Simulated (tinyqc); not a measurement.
# Film and buried-oxide thickness from two coupling ratios

Question. In a depleted film -dVT/dVb is k1 = Cs Cbox/(Cox (Cs + Cbox)) for a front channel and k2 = Cbox (Cox + Cs)/(Cox Cs) for a back channel, with Cox = eps0 eox/tox, Cs = eps0 eps_r/ts, Cbox = 3.9 eps0/tb. Find ts and tb.

Values chosen for this exercise; band and dielectric values close to those of germanium:
```
symbol,value,unit,meaning
eps_r,16,,relative permittivity
eox,3.9,,relative permittivity of the gate insulator (close to silicon dioxide)
tox,2.7,nm,insulator thickness
```

coupling ratios for a front and a back channel: 0.10317650  0.25516304

Answer. With y = Cox/Cs and z = Cox/Cbox, 1/k1 = y + z and k2 = (1 + y)/z, so y = (k2/k1 - 1)/(1 + k2); the thicknesses follow from y and z.

ts = 13.00 nm
tb = 23.00 nm

Program tinyqc, `OMP_NUM_THREADS=1 python tinyqc.py 2190104 2190105 out.jsonl`; Intel Xeon 2.30GHz, shared host, one thread, about 0.4 s.
